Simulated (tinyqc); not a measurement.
From results back to parameters: quantum-confined Stark effect in a modulator well. Four cases, with inputs chosen for the exercise.

Problem. The shift of E_e + E_h was computed from a hidden field.

Envelopes on cells of 0.5 angstrom over the well |z| < L/2 and 45 angstrom of barrier on each side, psi = 0 beyond, psi'/m continuous (mean mass between points), c = hbar^2/2m0. The electron sees + e F z and the hole - e F z, each with its offset in the barriers; 1 kV/cm = 1e-5 eV/angstrom. Light holes, band mixing and escape by tunnelling are left out.

Constants: hbar^2/2m0 = 3.80998211 eV angstrom^2.

Case 1.

Values chosen (near those of an InGaAsP well in InP; shifted at random, so the results belong to these values and not to a real crystal): L = 76 angstrom (well width); Vc = 0.184 eV (conduction offset); Vv = 0.286 eV (heavy-hole offset); me = 0.0491 m0 (electron, well); meb = 0.0774 m0 (electron, barrier); mh = 0.368 m0 (heavy hole along z, well); mhb = 0.523 m0 (heavy hole, barrier).

shift = -4.979 meV

Case 2.

Values chosen (near those of a Ge well in SiGe, direct gap; shifted at random, so the results belong to these values and not to a real crystal): L = 86 angstrom (well width); Vc = 0.352 eV (conduction offset); Vv = 0.102 eV (heavy-hole offset); me = 0.0412 m0 (electron, well); meb = 0.0543 m0 (electron, barrier); mh = 0.212 m0 (heavy hole along z, well); mhb = 0.224 m0 (heavy hole, barrier).

shift = -3.703 meV

Case 3.

Values chosen (near those of a GaAs well in AlGaAs; shifted at random, so the results belong to these values and not to a real crystal): L = 94 angstrom (well width); Vc = 0.262 eV (conduction offset); Vv = 0.15 eV (heavy-hole offset); me = 0.0658 m0 (electron, well); meb = 0.089 m0 (electron, barrier); mh = 0.337 m0 (heavy hole along z, well); mhb = 0.396 m0 (heavy hole, barrier).

shift = -21.584 meV

Case 4.

Values chosen (near those of an InGaAs well in InAlAs; shifted at random, so the results belong to these values and not to a real crystal): L = 100 angstrom (well width); Vc = 0.512 eV (conduction offset); Vv = 0.188 eV (heavy-hole offset); me = 0.0431 m0 (electron, well); meb = 0.075 m0 (electron, barrier); mh = 0.37 m0 (heavy hole along z, well); mhb = 0.446 m0 (heavy hole, barrier).

shift = -23.365 meV

Find: F; local exponent d ln(shift)/d ln F.

Solution. The shift grows steadily in size with F, so bisection finds one value; its slope is -e times the separation of the carriers.

Case 1.

F = 68.0 kV/cm
local exponent d ln(shift)/d ln F = 1.95

Case 2.

F = 51.0 kV/cm
local exponent d ln(shift)/d ln F = 1.96

Case 3.

F = 109.0 kV/cm
local exponent d ln(shift)/d ln F = 1.76

Case 4.

F = 113.0 kV/cm
local exponent d ln(shift)/d ln F = 1.69

Computed by tinyqc, one run a case: `OMP_NUM_THREADS=1 python tinyqc.py N N+1 out.jsonl` with N = 1251773, 1251852, 1251866, 1251966; one thread of a shared Intel(R) Xeon(R) Processor @ 2.30GHz, about 0.2 s a run at most.
